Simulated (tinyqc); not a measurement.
Worked calculation: nudged elastic band on a two-dimensional model surface. Computed by tinyqc, a small Python program that keeps every step. Command: `OMP_NUM_THREADS=1 python tinyqc.py 3017678 3017679 out.jsonl neb walk`. One thread of a shared host (Intel(R) Xeon(R) Processor @ 2.30GHz), about 0.3 s of CPU time with the checks. Intermediate numbers are printed to about 6 digits and carried at full precision; extremes and crossings named in words are read from the listed rows.

V(x, y) = h u^2 + t x + (kappa/2)(y + c u)^2 with u = x^2/w^2 - 1; the path runs from the minimum near (-w, 0) to that near (w, 0).

Inputs (values chosen for the exercise, for a model surface):
```
quantity,value,unit
height h,1.2,eV
half width w,1.1,angstrom
transverse stiffness kappa,2.6,eV/angstrom^2
curvature c,0.54,angstrom
tilt t,-0.059,eV/angstrom
movable images n,3,-
spring constant k_s,3.5,eV/angstrom^2
step factor eta,0.032,angstrom^2/eV
iteration cap,600,-
```

Surface: curved double well. Climbing image: off.

## Stationary points

Newton steps x(new) = x - H^-1 grad V (moves limited to 0.3 angstrom) from (-w, 0), (w, 0) and (0, c) give the two minima and the saddle.

positions (angstrom):
```
,x,y
start,-1.09249,0.00735
end,1.10736,-0.00725
saddle,-0.01488,0.53990
```

energies (eV): start 0.06468, end -0.06512, saddle 1.20044

barrier from the start = 1.13576 eV

## Straight-line start

Images are spaced evenly on the line between the minima.

images at the start (angstrom):
```
,x,y
image 1,-0.542524,0.003700
image 2,0.007438,0.000049
image 3,0.557400,-0.003602
```

energies above the start (eV): [0.86771, 1.51375, 0.77847]

The highest image lies +0.3780 eV from the true barrier.

## Iteration 1

Tangent at image i: towards the higher neighbour if the energies rise or fall through i; at a maximum or minimum, tau = t+ dmax + t- dmin if V(i+1) > V(i-1), else t+ dmin + t- dmax, with t+ = R(i+1) - R(i), t- = R(i) - R(i-1) and dmax, dmin the larger and smaller of |V(i+1) - V(i)| and |V(i-1) - V(i)|; then normalise. Force F = -grad V + (grad V.tau) tau + k_s (|t+| - |t-|) tau. Update R(new) = R + eta F; the end points stay fixed.

unit tangents:
```
,x,y
image 1,0.999978,-0.006639
image 2,0.999978,-0.006639
image 3,0.999978,-0.006639
```

forces (eV/angstrom):
```
,x,y
image 1,0.00690,1.03900
image 2,0.00932,1.40439
image 3,0.00709,1.06759
```

images after iteration 1 (angstrom):
```
,x,y
image 1,-0.542304,0.036949
image 2,0.007736,0.044990
image 3,0.557627,0.030561
```

## Iteration 2

The formulas are those given above.

unit tangents:
```
,x,y
image 1,0.999893,0.014618
image 2,0.999990,-0.004407
image 3,0.999656,-0.026231
```

forces (eV/angstrom):
```
,x,y
image 1,-0.01764,0.99622
image 2,0.00561,1.28737
image 3,0.03011,1.02021
```

images after iteration 2 (angstrom):
```
,x,y
image 1,-0.542868,0.068827
image 2,0.007916,0.086186
image 3,0.558590,0.063208
```

## All iterations

Start on the straight line; stop when the largest force is below 1e-4 or above 1e6 eV/angstrom.

Course of the band:
```
iteration,highest image (eV),largest force (eV/angstrom)
1,1.51375,1.40443e+00
2,1.45326,1.28738e+00
3,1.40243,1.18008e+00
4,1.35972,1.08174e+00
5,1.32383,9.91602e-01
6,1.29367,9.08985e-01
7,1.26832,8.33262e-01
8,1.24701,7.63856e-01
9,1.22911,7.00238e-01
...,...,...
104,1.13426,1.87916e-04
105,1.13426,1.72676e-04
106,1.13426,1.58693e-04
107,1.13426,1.45861e-04
108,1.13426,1.34086e-04
109,1.13426,1.23279e-04
110,1.13426,1.13361e-04
111,1.13426,1.04257e-04
112,1.13426,9.58991e-05
```

Band at the end:
```
image,x (angstrom),y (angstrom),E (eV)
0,-1.09249,0.007351,0.00000
1,-0.62422,0.448521,0.53256
2,0.01267,0.539505,1.13426
3,0.64893,0.444170,0.41814
4,1.10736,-0.007253,-0.12980
```

energy of the highest image = 1.13426 eV

iterations = 112

largest force at the end = 9.58991e-05 eV/angstrom

Converged in 112 iterations. Without a climbing image the highest image lies 1.50 meV below the saddle.

## Plain band against climbing image

With a climbing image, the highest image feels instead F = -grad V + 2 (grad V.tau) tau and no spring. Images are counted without the end points, and convergence is judged on the largest force on an image. Each run starts on the straight line with the same k_s and eta, for at most 1500 iterations; errors are against the Newton saddle; a dash marks a run that did not reach 1e-4 eV/angstrom.

Error of the highest image (meV) and iterations:
```
images,"plain, error","plain, iterations","climbing, error","climbing, iterations"
2,-283.654,104,0,96
3,-1.504,112,0,111
4,-104.404,113,0,112
5,-1.531,149,0,111
6,-50.633,164,0,136
8,-28.329,232,0,186
10,-17.319,302,0,246
```

The plain band underestimates the barrier by 1.50 to 283.65 meV, depending on how near an image falls to the saddle (worst for 2 images, best for 3). The climbing image is within about 0.001 meV in every converged run, so few images suffice for the barrier.
